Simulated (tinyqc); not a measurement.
Pillar capacitor in an array: capacitance, non-linearity, leakage and relaxation: one step of the calculation.

A film between two metal electrodes, each interface adding a series capacitance ci. The small-signal permittivity is ek (1 + aq E^2); the field is found with the linear permittivity. Leakage J = J0 sinh(E/Ef). After a voltage step the film passes a relaxation current kr C V tt^(-nr), tt being the time in seconds. The sidewall is a coaxial capacitor with radii a = dm/2 and b = dm/2 + t, depth AR dm; the end face is left out.

Problem. Planar capacitance, field and non-linearity. Planar film: Cf = eps0 ek/t, 1/C = 1/Cf + 2/ci, EOT = 3.9 eps0/C, effective permittivity C t/eps0, E = (V/t) C/Cf; quadratic coefficient [C(V)/C - 1]/V^2 with Cf (1 + aq E^2) in C(V).

Parameters, values chosen for the exercise; permittivity of the order of that of aluminium oxide:

| symbol | value | unit | meaning |
|---|---|---|---|
| ek | 8.11 |  | relative permittivity of the film |
| t | 13 | nm | film thickness |
| ci | 200 | uF/cm^2 | capacitance of each electrode interface (dead layer and screening) |
| aq | 0.004 | cm^2/MV^2 | quadratic field coefficient of the permittivity |
| V | 1 | V | bias |
| J0 | 5.2e-11 | A/cm^2 | leakage prefactor |
| Ef | 0.47 | MV/cm | field for an e-fold rise of the leakage |

Constants: eps0 = 8.8541878128e-14 F/cm where lengths are in cm. Results are converted to the units shown.

Find: Cf; C; EOT; effective permittivity; E; quadratic coefficient; J.

Solution.

Cf = 0.5524 uF/cm^2
C = 0.5493 uF/cm^2
EOT = 6.286 nm
effective permittivity = 8.065
E = 0.7650 MV/cm
quadratic coefficient = 2328 ppm/V^2
J = 1.273e-10 A/cm^2

The interfaces take 0.549 % of the voltage.

tinyqc, about 0.01 s, one thread, Intel Xeon 2.30GHz (shared host): `OMP_NUM_THREADS=1 python tinyqc.py 2102135 2102136 out.jsonl`
